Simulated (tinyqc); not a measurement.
The basis set: RHF and MP2 along a ladder of basis sets, for H2, spin multiplicity 1. Computed by the program tinyqc with PySCF. Same geometry throughout; the dipole is taken about the origin.

Geometry (angstrom):
```
atom       x       y       z
H     0.0000  0.0000  0.0000
H     0.0000  0.0000  0.7060
```

RHF and frozen-core MP2 in a ladder of bases:
```
basis        functions  E(RHF) (hartree)  E(MP2 corr) (hartree)  HOMO (eV)  LUMO (eV)  dipole (debye)
sto-3g               2         -1.117466              -0.012365   -16.1331    19.2518          0.0000
3-21g                4         -1.122307              -0.016997   -16.4179     7.4583          0.0000
6-31g                4         -1.126383              -0.017012   -16.4998     6.7347          0.0000
cc-pvdz             10         -1.127370              -0.026060   -16.4062     5.5475          0.0000
aug-cc-pvdz         18         -1.127453              -0.026961   -16.4176     1.6843          0.0000
cc-pvtz             28         -1.132375              -0.031557   -16.4737     4.6773          0.0000
```

Estimate the missing row, basis = 6-31g**.

Computed row:
```
basis    functions  E(RHF) (hartree)  E(MP2 corr) (hartree)  HOMO (eV)  LUMO (eV)  dipole (debye)
6-31g**         10         -1.130787              -0.026279   -16.4799     6.7549          0.0000
```

From cc-pVDZ to cc-pVTZ the RHF energy falls by 5.0 mhartree and the correlation energy by 5.5. If valence correlation converges as X^-3, (27 E(T) - 8 E(D))/19 gives -0.0339 hartree, a rough estimate from such small X that usually falls short; STO-3G holds about 37 % of it. Beyond STO-3G the LUMO moves by 5.8 eV and the HOMO by 0.1 eV; diffuse functions lower the positive LUMO sharply, since an unbound virtual level tracks the most diffuse function.
